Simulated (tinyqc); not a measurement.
Inside a calculation. Method: lattice vibrations of a chain. One step of it, computed by the program tinyqc.

Task: Frequencies. omega^2 are the eigenvalues; wavenumber = 521.4708 sqrt(eigenvalue) 1/cm.

D(q) (eV/(angstrom^2 u)):
```
                    1                   2
1            0.423384  0.280816+0.326894i
2  0.280816-0.326894i            2.156820
```

Give: eigenvalues; wavenumbers; weights |e|^2 of the mass-weighted modes.

Result:

eigenvalues: 0.322  2.258

wavenumbers (1/cm): 296.0  783.6

weights |e|^2 of the mass-weighted modes:
```
        mode 1  mode 2
atom 1   0.948   0.052
atom 2   0.052   0.948
```
